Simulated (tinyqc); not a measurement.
Inside a calculation. Model: Keating valence-force model of a tetrahedral crystal. Computed by tinyqc, a small Python program that keeps every step. Command: `OMP_NUM_THREADS=1 python tinyqc.py 3017657 3017658 out.jsonl keating walk`. One thread of a shared host (Intel(R) Xeon(R) Processor @ 2.30GHz), about 0.02 s of CPU time with the checks. Intermediate numbers are printed to about 6 digits and carried at full precision; extremes and crossings named in words are read from the listed rows.

Atom A sits at 0 and atom B at a/4 (1,1,1) of an fcc lattice; the four bonds from A are t = a/4 (1,1,1), a/4 (1,-1,-1), a/4 (-1,1,-1), a/4 (-1,-1,1), of length d = sqrt(3) a/4. Energy: E = (3 alpha/(8 d^2)) sum over bonds (r.r - d^2)^2 + (3 beta/(8 d^2)) sum over pairs of bonds at one atom (r_i.r_j + d^2/3)^2, with beta_A for the six pairs at A and beta_B for the six at B. The cell holds two atoms, Omega = a^3/4. 1 N/m = 1 J/m^2. With constants fitted to the elastic moduli this model puts optical and zone-boundary frequencies of real crystals too high, by up to about 20 % in elemental crystals and up to about 50 % in compounds, and mostly by more for TA modes; in compounds the lattice part of the static dielectric constant then comes out too low.

Inputs (values chosen for the exercise, modelled on cubic silicon carbide): lattice constant a = 4.36 angstrom; mass M_A = 28.086 u; mass M_B = 12.011 u; bond stretching alpha = 80.8 N/m; bond bending beta_A = 33.4 N/m; bond bending beta_B = 33.4 N/m; Born charge Z* = 2.78 e; eps_inf = 6.52; mesh divisions n = 6; temperature T = 150 K.

Structure: zinc blende.

wave vector q (2 pi/a): [0.67, 0.12, 0.1]

Constants: 1 eV/angstrom^2 = 16.02176634 J/m^2; nu for 1 eV/(angstrom^2 u) = 15.6333042 THz; 1 THz = 33.35640952 1/cm; e^2/(4 pi eps_0) = 14.39964548 eV angstrom; u = 1.6605390666e-27 kg; h x 1 THz = 4.135667696 meV; k_B = 8.617333262e-05 eV/K.

## Dynamical matrix at q

With displacements u exp(i q.r), each bracket changes by g.u, where g = (g_A, g_B): bond t, g = (-2 t, 2 t exp(i q.t)); pair (i, j) at A, g = (-(t_i + t_j), t_i exp(i q.t_j) + t_j exp(i q.t_i)); pair at B, g = (-t_i exp(-i q.t_j) - t_j exp(-i q.t_i), t_i + t_j). Then D_mn = sum over the 4 bonds and 12 pairs of (4 k/a^2) conj(g_m) g_n / sqrt(M_m M_n), with k = alpha or beta converted to eV/angstrom^2. Only the short-range forces enter; the Coulomb field of the charges is left out.

D(q) (eV/(angstrom^2 u)), rows A x, A y, A z, B x, B y, B z:
$$\begin{pmatrix}
1.22606 & 0.02352+0.03300i & 0.01974+0.03990i & -0.74619+0.03953i & 0.10358-0.04905i & 0.08600-0.05908i \\
0.02352-0.03300i & 1.02293 & 0.00844+0.00136i & 0.10358-0.04905i & -0.74619+0.03953i & 0.00936-0.54298i \\
0.01974-0.03990i & 0.00844-0.00136i & 1.02453 & 0.08600-0.05908i & 0.00936-0.54298i & -0.74619+0.03953i \\
-0.74619-0.03953i & 0.10358+0.04905i & 0.08600+0.05908i & 2.86697 & 0.05500-0.07717i & 0.04616-0.09329i \\
0.10358+0.04905i & -0.74619-0.03953i & 0.00936+0.54298i & 0.05500+0.07717i & 2.39196 & 0.01974-0.00318i \\
0.08600+0.05908i & 0.00936+0.54298i & -0.74619-0.03953i & 0.04616+0.09329i & 0.01974+0.00318i & 2.39573
\end{pmatrix}$$

## Frequencies at q

Diagonalise the Hermitian matrix D. An eigenvalue lambda of D in eV/(angstrom^2 u) gives nu = 15.6333042 THz x sqrt(lambda). The weight on A is the sum of |e|^2 over the three components of atom A.

frequencies (THz): [11.3050, 11.7561, 15.1846, 26.2658, 26.4678, 27.9970]

weights on atom A: [0.789935, 0.800837, 0.867573, 0.198799, 0.210318, 0.132538]

The top mode has 13 % of its weight on A, the heavier atom.

## Elastic constants and internal strain

beta = (beta_A + beta_B)/2; C11 = (alpha + 3 beta)/a, C12 = (alpha - beta)/a, C44 = 4 alpha beta/(a (alpha + beta)); with the two sublattices clamped C44(0) = (alpha + beta)/a; internal-strain parameter zeta = (alpha - beta)/(alpha + beta); B = (C11 + 2 C12)/3.

C11 = 415.138 GPa

C12 = 108.716 GPa

C44 = 216.803 GPa

clamped C44(0) = 261.927 GPa

internal-strain parameter zeta = 0.415061

bulk modulus B = 210.856 GPa

Letting the sublattices shift lowers C44 by 17 %, which is zeta^2. A shear is shared between bond lengths and angles. The model fixes 2 C44 (C11 + C12)/((C11 - C12)(C11 + 3 C12)) = 1.000 whatever alpha and beta are.

## Optical mode at the zone centre

beta = (beta_A + beta_B)/2; mu = M_A M_B/(M_A + M_B); lambda = 4 (alpha + beta)/mu with the springs in eV/angstrom^2; nu = 15.6333042 THz x sqrt(lambda).

reduced mass mu = 8.41312 u

nu_TO at G = 28.7793 THz

the same as a wavenumber = 959.974 1/cm

## LO-TO splitting

The long-range field adds 4 pi Z*^2 (e^2/(4 pi eps_0))/(eps_inf Omega mu) to lambda for the longitudinal mode at q -> 0; lambda = (nu/15.6333042 THz)^2; eps_0 = eps_inf (nu_LO/nu_TO)^2 (Lyddane-Sachs-Teller; here eps_0 is the static dielectric constant).

nu_LO at G = 33.6000 THz

static dielectric constant = 8.88721

The splitting is 16.8 % of nu_TO, and the lattice adds 2.37 to the dielectric constant.

## Frequencies at the zone boundary

The formulas are those given above.

Frequencies (THz) at points given in 2 pi/a:
```
point                 nu 1     nu 2     nu 3     nu 4     nu 5     nu 6
X (1, 0, 0)        13.6125  13.6125  17.9070  25.3564  25.3564  27.3829
L (0.5, 0.5, 0.5)   9.9248   9.9248  17.3197  26.6449  27.0138  27.0138
W (1, 0.5, 0)      14.2398  15.6962  15.7512  24.0862  25.5820  28.1984
K (0.75, 0.75, 0)  12.7213  15.4615  16.7420  24.2175  25.8150  28.0659
```

At X the two longitudinal modes are split (17.91 and 27.38 THz) because each moves one sublattice alone.

## Lowest frequency at X

Take the lowest frequency at X = (1, 0, 0) 2 pi/a, the transverse acoustic (TA) mode.

TA frequency at X = 13.6125 THz

## Transverse acoustic branch against its sound line

The sound line is nu = v q/(2 pi) with v = sqrt(C44/rho), rho = (M_A + M_B)/Omega; the clamped line uses C44(0).

Frequencies (THz) along G-X; columns: (1) q (2 pi/a); (2) lowest branch; (3) sound line, relaxed C44; (4) sound line, clamped C44(0); (5) third-lowest frequency; (6) highest frequency:
```
(1)       (2)      (3)      (4)      (5)      (6)
0.05   0.9415   0.9420   1.0354   1.3025  28.7757
0.15   2.8133   2.8259   3.1061   3.8844  28.7465
0.30   5.5491   5.6518   6.2122   7.6133  28.6393
0.45   8.1189   8.4777   9.3183  11.0311  28.4382
0.60  10.4073  11.3036  12.4244  13.9754  28.1333
0.75  12.2439  14.1295  15.5304  16.2567  27.7620
0.90  13.3797  16.9554  18.6365  17.6291  27.4549
1.00  13.6125  18.8393  20.7073  17.9070  27.3829
```

At small q the branch follows the relaxed line (1.000 of it, against 0.909 of the clamped one): in a long shear wave the sublattices shift against each other. At X it reaches 72 % of the relaxed line. Real tetrahedral semiconductors have flatter TA branches than a Keating model fitted to their elastic constants, which needs longer-ranged terms to mend.

## Thermal sums on a mesh

Mesh: q = sum_i (m_i + 1/2)/n b_i, m_i = 0..n-1, with b = [[-1, 1, 1], [1, -1, 1], [1, 1, -1]] in 2 pi/a; sums over the six modes are averaged over the n^3 points and halved, per atom. With x = h nu/(k_B T) and n = 1/(exp(x) - 1) for each mode: F = k_B T [x/2 + ln(1 - exp(-x))], U = k_B T x (n + 1/2), S/k_B = x n - ln(1 - exp(-x)), C/k_B = x^2 n (n + 1). The acoustic share counts the three lowest modes at each q; zero-point energy = sum h nu/2.

free energy F = 121.352 meV/atom

entropy S = 0.205089 k_B/atom

heat capacity C = 0.518488 k_B/atom

acoustic share of C = 0.958594

zero-point energy = 122.042 meV/atom

C is 17 % of the classical value; the optical modes are still largely frozen out.

Checks made by the program: slopes of the acoustic branches along [110] against C11, C12 and the relaxed C44 (relative difference 1e-06); zone-centre optical mode against D(q = 0) (relative difference below 1e-10); longitudinal modes at X against the diagonal of D (relative difference below 1e-10).
